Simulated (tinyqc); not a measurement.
What moves the results: hydrogenic donor in a hard-walled well (variational). A value that a table varies takes the place of the one given here.

Trial function cos(pi z/L) exp(-r/lam), r measured from the donor at zi, walls at +/- L/2, one eps everywhere. Counted from the lowest subband, E(lam) = c/(m lam^2) - (q/eps) I0/I1, with I0 the integral of cos^2(pi z/L) exp(-2|z - zi|/lam) over the well and I1 the same with the factor (|z - zi| + lam/2); c = hbar^2/2m0, q = e^2/(4 pi eps0). The binding energy is -E at the minimum.

Constants: hbar^2/2m0 = 3.80998211 eV angstrom^2; e^2/(4 pi eps0) = 14.39964547 eV angstrom; Ry = 13.60569312 eV.

Inputs chosen for the exercise (near those of GaAs; shifted at random, so the results belong to these values and not to a real crystal):
- m = 0.064 m0 (mass)
- eps = 12.9 (dielectric constant)
- Ls = (22, 45, 87, 214, 401, 710, 1297) angstrom (widths)
- L = 466 angstrom (well width)
- zi = 188 angstrom (position of the donor from the centre)

## Width of the well

Ry* = 5.2326 meV
a* = 106.662 angstrom

Donor at the centre and at the wall (zi = L/2).

Binding:

| L (angstrom) | L/a* | centre (meV) | in Ry* | wall (meV) | in Ry* | centre/wall |
|---|---|---|---|---|---|---|
| 22 | 0.21 | 17.25 | 3.298 | 12.78 | 2.442 | 1.35 |
| 45 | 0.42 | 15.02 | 2.870 | 9.74 | 1.861 | 1.54 |
| 87 | 0.82 | 12.57 | 2.401 | 7.14 | 1.364 | 1.76 |
| 214 | 2.01 | 9.24 | 1.766 | 4.34 | 0.830 | 2.13 |
| 401 | 3.76 | 7.36 | 1.406 | 2.99 | 0.571 | 2.46 |
| 710 | 6.66 | 6.19 | 1.183 | 2.15 | 0.411 | 2.88 |
| 1297 | 12.16 | 5.56 | 1.063 | 1.63 | 0.311 | 3.42 |

How do the results move?

At the centre the binding falls from 3.30 to 1.06 Ry*, between the limits 4 and 1. At the wall it falls from 2.44 to 0.31 Ry*, towards 1/4: the wall forces a node through the donor, as in a 2p state. With this trial function, which underbinds wall donors by about a tenth, the wall donor drops below the bulk value between 87 and 214 angstrom. The ratio grows from 1.35 to 3.42.

## Position of the donor

Fixed width; zi from the centre to the wall.

Binding:

| 2 zi/L | zi (angstrom) | lam (angstrom) | binding (meV) | in Ry* |
|---|---|---|---|---|
| 0.0 | 0.0 | 112.5 | 7.00 | 1.337 |
| 0.2 | 46.6 | 112.3 | 6.80 | 1.299 |
| 0.4 | 93.2 | 113.1 | 6.16 | 1.177 |
| 0.6 | 139.8 | 122.6 | 5.00 | 0.955 |
| 0.8 | 186.4 | 166.1 | 3.61 | 0.690 |
| 0.9 | 209.7 | 199.7 | 3.10 | 0.592 |
| 1.0 | 233.0 | 230.7 | 2.73 | 0.522 |

What does this show, and why?

Uniform doping spreads the level over 4.26 meV, from 7.00 at the centre to 2.73 at the wall, while lam grows by 105 %. The slope is flat at the centre, which gives a peak in the density of donor states there, and steepest between 2 zi/L = 0.6 and 0.8.

## What each parameter does

The minimum over lam; Ry* = Ry m/eps^2. Each row changes one parameter from the base and keeps the others.

Results:

| case | binding (meV) | lam (angstrom) | binding/Ry* |
|---|---|---|---|
| base | 3.57 | 168.3 | 0.682 |
| m = 0.077 m0 | 4.01 | 134.5 | 0.637 |
| eps = 14.2 | 3.07 | 186.5 | 0.711 |
| L = 606 angstrom | 4.68 | 116.1 | 0.895 |
| zi = 94 angstrom | 6.14 | 113.2 | 1.174 |

What can be read from the table?

The largest shifts from the base row, up to three for each result and ties (the steps differ in size, so this ranks the rows, not the parameters). binding (meV): zi +2.57, L +1.11, eps -0.50. lam (angstrom): zi -55.1, L -52.2, m -33.8. binding/Ry*: zi +0.492, L +0.213, m -0.045.

Run: tinyqc, `OMP_NUM_THREADS=1 python tinyqc.py 1250139 1250140 out.jsonl`; Intel(R) Xeon(R) Processor @ 2.30GHz, one thread, shared host; about 0.02 s of CPU time with all checks.
